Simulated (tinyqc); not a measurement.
Strain, valley repopulation and piezoresistance in a many-valley conduction band: one step, computed by the program tinyqc. Command: `OMP_NUM_THREADS=1 python tinyqc.py 3002190 3002191 out.jsonl valleys walk`. One thread of a shared host (Intel(R) Xeon(R) Processor @ 2.30GHz), about 0.02 s of CPU time with the checks.

Valleys are ellipsoids with mass m_l along the axis a and m_t across it, parabolic, with one constant relaxation time; strain shifts the valleys and leaves the masses alone. Currents are taken along [100], along the load, and along [010], across the load.

Task: Valley shifts. Herring-Vogt shift of a valley with unit axis a: dE = Xi_d tr(e) + Xi_u a.e.a.

Inputs (values chosen for the exercise, modelled on silicon): shear deformation potential Xi_u = 9.43 eV; dilation deformation potential Xi_d = 1.1 eV.

Valley axes: <100> (6 valleys in 3 pairs). Load: uniaxial [100].

strain tensor (%):
```
,x,y,z
x,0.04844522,0.00000000,0.00000000
y,0.00000000,-0.01333085,0.00000000
z,0.00000000,0.00000000,-0.01333085
```

Constants: k_B = 8.617333262e-05 eV/K.

Give: shifts dE; splitting (highest minus lowest).

Result:

shifts dE (meV): x 4.808, y -1.017, z -1.017

splitting (highest minus lowest) = 5.825 meV
